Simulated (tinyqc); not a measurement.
What each parameter does: two-band k.p model of the X valleys of a zinc-blende crystal.

k along the valley axis, counted from X, c = hbar^2/2m0, e = c k^2/ml. H = [[e - D/2, i P k], [-i P k, e + D/2]] with P^2 = D0 c/ml, so E = e -/+ sqrt(D^2/4 + D0 e). For D = 0 (diamond lattice) the bands cross at X.

With x = D/D0: for x < 1 the minima lie at k_m = sqrt(ml D0 (1 - x^2)/(4 c)), the hump at X has the height dE = (D0/4)(1 - x)^2 and the mass at the minimum is ml/(1 - x^2); the mass at X is ml/(1 - 1/x), negative for x < 1. For x > 1 the minimum is at X.

Thermal masses along the axis for one X point, lower band, E from the minimum, on 1601 points from -0.8 to 0.8 1/angstrom: density-of-states mass m_d = c I^2/(pi kT), I = integral of exp(-E/kT) dk; conductivity mass m_c = 2 c kT/<(dE/dk)^2> with central differences.

Constants: hbar^2/2m0 = 3.80998211 eV angstrom^2; kB = 8.617333262e-05 eV/K.

Inputs chosen for the exercise (of the order of those of cubic SiC; not measured data): D = 2.932 eV (splitting of the two conduction levels at X); D0 = 0.983 eV (coupling energy); ml = 0.43 m0 (mass along the axis from remote bands); T = 20 K (temperature).

Shape of the lower band and thermal masses.

Results for these values:

| case | k_m (1/angstrom) | dE (meV) | m_d (m0) | m_c (m0) |
|---|---|---|---|---|
| base | 0.0000 | 0.000 | 0.647 | 0.647 |

What happens to each result for T = 19.4 K, all else kept?

Answer: k_m does not change at the printed digits; dE does not change at the printed digits; m_d does not change at the printed digits; m_c does not change at the printed digits.

The same for each parameter in turn:

| case | k_m (1/angstrom) | dE (meV) | m_d (m0) | m_c (m0) |
|---|---|---|---|---|
| base | 0.0000 | 0.000 | 0.647 | 0.647 |
| D = 2.844 eV | 0.0000 | 0.000 | 0.657 | 0.657 |
| D0 = 0.9535 eV | 0.0000 | 0.000 | 0.637 | 0.637 |
| ml = 0.4429 m0 | 0.0000 | 0.000 | 0.666 | 0.666 |
| T = 19.4 K | 0.0000 | 0.000 | 0.647 | 0.647 |

Program tinyqc; command `OMP_NUM_THREADS=1 python tinyqc.py 1880872 1880873 out.jsonl`; about 0.01 s on one thread of a shared Intel(R) Xeon(R) Processor @ 2.30GHz.
